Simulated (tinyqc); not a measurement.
Lossy on-chip transmission line with skin effect: two steps of the calculation.

A uniform line in a homogeneous dielectric: c = sqrt(er)/(c0 Z0), l = Z0 sqrt(er)/c0 (c0 = 299792458 m/s), g = w c td, w = 2 pi f. The resistance joins its limits as r = sqrt(r_dc^2 + r_hf^2), with r_dc = rho/(wd th), r_hf = kr rho/(2 delta (wd + th)), delta = sqrt(rho/(pi f mu0)), mu0 = 4 pi 1e-7 H/m; this is an interpolation, and internal inductance, up to 0.05 nH/mm at low frequency, is neglected.

Values chosen for this exercise:
```
symbol,value,unit,meaning
len,0.53,mm,length
Rg,25,ohm,source resistance
RL,100,ohm,load resistance
CL,20,fF,load capacitance
f,6.8,GHz,frequency
```

Problem 1. Propagation constant and impedance. gamma = sqrt((r + i w l)(g + i w c)) = alpha + i beta, Zc = sqrt((r + i w l)/(g + i w c)), roots with positive real part; loss 8.685889638 alpha in dB; phase velocity w/beta.

r = 6.5209603 ohm/mm
l = 0.30762134 nH/mm
c = 151.91177 pF/m
g = 0.12981061 S/m

Give: gamma len; Zc; loss; phase velocity over c0; r/(w l).

Solution 1.

gamma len = 0.03893+0.15887i
Zc = 46.392-10.388i ohm
loss = 0.63792 dB/mm
phase velocity over c0 = 0.47544
r/(w l) = 0.49614

Problem 2. Reflection, input impedance and transfer. ZL = 1/(1/RL + i w CL); reflection (ZL - Zc)/(ZL + Zc); Zin = Zc (ZL + Zc tanh(gamma len))/(Zc + ZL tanh(gamma len)); H = V_load/V_source = [Zin/(Zin + Rg)]/[cosh(gamma len) + (Zc/ZL) sinh(gamma len)].

gamma len = 0.03892517+0.15887155i
Zc = 46.391595-10.387687i ohm

Give: ZL; reflection at the load; Zin; H; |H|.

Solution 2.

ZL = 99.275-8.483i ohm
reflection at the load = 0.35539+0.05911i
Zin = 88.846-30.830i ohm
H = 0.77367-0.11429i
|H| = -2.1352 dB

Numbers from tinyqc (`OMP_NUM_THREADS=1 python tinyqc.py 2810184 2810185 out.jsonl`; about 0.01 s on one thread of a shared Intel Xeon 2.30GHz).
